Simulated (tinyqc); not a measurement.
## p-n heterojunction, non-linear Poisson equation by Newton steps, Boltzmann statistics: effect of the donor density of material 2

One dimension, material 1 (p-type) at x < 0 and material 2 (n-type) at x > 0. Band edges: Ec = -psi in material 1 and -psi + dEc in material 2, Ev = Ec - Eg. Flat quasi-Fermi levels: 0 for holes, +V for electrons. n = Nc F((EFn - Ec)/Vt), p = Nv F((Ev - EFp)/Vt), with F(eta) = exp(eta) (Boltzmann statistics); full ionisation, no interface charge, classical densities; the doping types are chosen for the exercise.

Exact first integral: on each side D^2/(2 eps0 er) = G, G = q [Vt (nI_j - nI_b) + Vt (pI_j - pI_b) - C (psi_j - psi_b)], with C = -N1 or +N2, b the neutral end of that side, and nI, pI the densities themselves. D is continuous, so er1 G1(psi_j) = er2 G2(psi_j) fixes psi_j. Ends from Nv1 F((-psi_L - Eg1)/Vt) = N1 and Nc2 F((V + psi_R - dEc)/Vt) = N2. D is counted positive when psi rises towards material 2. Depletion (Anderson) capacitance C^2 = q eps0 er1 er2 N1 N2/(2 (er1 N1 + er2 N2)(psi_R - psi_L)). -dD/dV is the change of the displacement at the interface with both quasi-Fermi levels flat; it is the terminal capacitance only while neither side holds an inversion layer. n_j and p_j are densities at the interface.

Values chosen for this exercise; band and dielectric values close to those of amorphous and crystalline silicon:
- T = 400 K (temperature)
- Eg1 = 1.72 eV (band gap of material 1)
- er1 = 11.8 (relative permittivity of material 1)
- Nc1 = 1.55e20 cm^-3 (conduction-band density of states of material 1)
- Nv1 = 1.54e20 cm^-3 (valence-band density of states of material 1)
- Eg2 = 1.11 eV (band gap of material 2)
- er2 = 11.7 (relative permittivity of material 2)
- Nc2 = 4.34e19 cm^-3 (conduction-band density of states of material 2)
- Nv2 = 4.11e19 cm^-3 (valence-band density of states of material 2)
- dEc = -0.14 eV (conduction-band offset Ec2 - Ec1)
- N1 = 2e17 cm^-3 (acceptor density of material 1)
- V = -3 V (bias of side 1 against side 2)

Constants: q = 1.602176634e-19 C, kB = 1.380649e-23 J/K, Vt = kB T/q, eps0 = 8.8541878128e-14 F/cm where lengths are in cm. Results are converted to the units shown.

Effect of the donor density of material 2:
```
N2 (cm^-3)	psi_R - psi_L (V)	psi_j - psi_L (V)	psi_R - psi_j (V)	D/q (cm^-2)	n_j in 1 (cm^-3)	p_j in 2 (cm^-3)	-dD/dV (nF/cm^2)	depletion C (nF/cm^2)
1.5e17	4.156	1.777	2.378	2.132e12	1.003e-14	1.800	41.80	41.45
2.7e17	4.176	2.385	1.791	2.476e12	4.565e-7	3.955e-8	48.30	47.90
4.8e17	4.196	2.940	1.256	2.753e12	4.482	4.028e-15	53.44	53.00
8.5e17	4.215	3.386	0.8297	2.957e12	1.838e6	9.821e-21	57.12	56.65
1.5e18	4.235	3.707	0.5283	3.095e12	2.037e10	8.862e-25	59.51	59.03
2.7e18	4.255	3.930	0.3255	3.188e12	1.317e13	1.371e-27	61.00	60.50
4.9e18	4.276	4.075	0.2007	3.247e12	8.920e14	2.024e-29	61.80	61.32
8.7e18	4.296	4.166	0.1295	3.284e12	1.250e16	1.445e-30	62.07	61.71
```

What does the table show?

As N2 goes from 1.5e17 to 8.7e18, the total bending rises from 4.16 to 4.30 V and the sheet charge D/q rises from 2.13e12 to 3.28e12 cm^-2; the share of the bending in material 1 rises from 42.8 to 97.0 %. The capacitance departs most from the depletion formula at N2 = 1.5e17, where it is 0.84 % above it.

Program tinyqc, `OMP_NUM_THREADS=1 python tinyqc.py 2040071 2040072 out.jsonl`; Intel Xeon 2.30GHz, shared host, one thread, about 0.03 s.
